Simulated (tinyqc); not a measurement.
Worked calculation: CCSD on RHF in the 6-311g basis, for H2, spin multiplicity 1. One step of it, computed by the program tinyqc.

Task: Iteration 6 (converged): orbitals. Diagonalise F' = X^T F X, C = X C', fill 1 alpha and 1 beta electrons from the bottom; D = 2 C_occ C_occ^T. Each column has its largest component positive (the first on a tie).

converged F (hartree):
```
           1H 1s      1H 2s      1H 3s      2H 1s      2H 2s      2H 3s
1H 1s   0.550792  -0.473825  -0.482800  -0.544811  -0.543180  -0.461914
1H 2s  -0.473825  -0.387145  -0.393515  -0.543180  -0.497742  -0.412087
1H 3s  -0.482800  -0.393515  -0.254944  -0.461914  -0.412087  -0.271130
2H 1s  -0.544811  -0.543180  -0.461914   0.550792  -0.473825  -0.482800
2H 2s  -0.543180  -0.497742  -0.412087  -0.473825  -0.387145  -0.393515
2H 3s  -0.461914  -0.412087  -0.271130  -0.482800  -0.393515  -0.254944
```

X:
```
           1H 1s      1H 2s      1H 3s      2H 1s      2H 2s      2H 3s
1H 1s   1.377409  -0.748093   0.217637  -0.043258   0.006873  -0.037472
1H 2s  -0.748093   2.450275  -1.185878   0.006873  -0.725705   0.439440
1H 3s   0.217637  -1.185878   2.930907  -0.037472   0.439440  -1.776233
2H 1s  -0.043258   0.006873  -0.037472   1.377409  -0.748093   0.217637
2H 2s   0.006873  -0.725705   0.439440  -0.748093   2.450275  -1.185878
2H 3s  -0.037472   0.439440  -1.776233   0.217637  -1.185878   2.930907
```

Give: F' = X^T F X; orbital energies; coefficients C; D after iteration 6.

Result:

F' = X^T F X (hartree):
```
         1        2        3        4        5        6
1   1.6921  -1.1681   0.0134  -0.4122  -0.1637  -0.1506
2  -1.1681   0.9572  -0.3796  -0.1637  -0.2500  -0.0248
3   0.0134  -0.3796   0.2026  -0.1506  -0.0248  -0.1277
4  -0.4122  -0.1637  -0.1506   1.6921  -1.1681   0.0134
5  -0.1637  -0.2500  -0.0248  -1.1681   0.9572  -0.3796
6  -0.1506  -0.0248  -0.1277   0.0134  -0.3796   0.2026
```

orbital energies (hartree): MO1 -0.6069, MO2 0.1740, MO3 0.3033, MO4 0.6673, MO5 2.3655, MO6 2.8004

coefficients C:
```
          MO1      MO2      MO3      MO4      MO5      MO6
1H 1s  0.1971   0.0778  -0.0509  -0.0864  -1.0675  -1.1459
1H 2s  0.2925  -0.0566  -0.6967  -1.8175   1.2122   1.8283
1H 3s  0.1220   2.4035   0.8424   2.2701  -0.4868  -1.2255
2H 1s  0.1971  -0.0778  -0.0509   0.0864  -1.0675   1.1459
2H 2s  0.2925   0.0566  -0.6967   1.8175   1.2122  -1.8283
2H 3s  0.1220  -2.4035   0.8424  -2.2701  -0.4868   1.2255
```

D after iteration 6:
```
        1H 1s   1H 2s   1H 3s   2H 1s   2H 2s   2H 3s
1H 1s  0.0777  0.1153  0.0481  0.0777  0.1153  0.0481
1H 2s  0.1153  0.1711  0.0713  0.1153  0.1711  0.0713
1H 3s  0.0481  0.0713  0.0297  0.0481  0.0713  0.0297
2H 1s  0.0777  0.1153  0.0481  0.0777  0.1153  0.0481
2H 2s  0.1153  0.1711  0.0713  0.1153  0.1711  0.0713
2H 3s  0.0481  0.0713  0.0297  0.0481  0.0713  0.0297
```
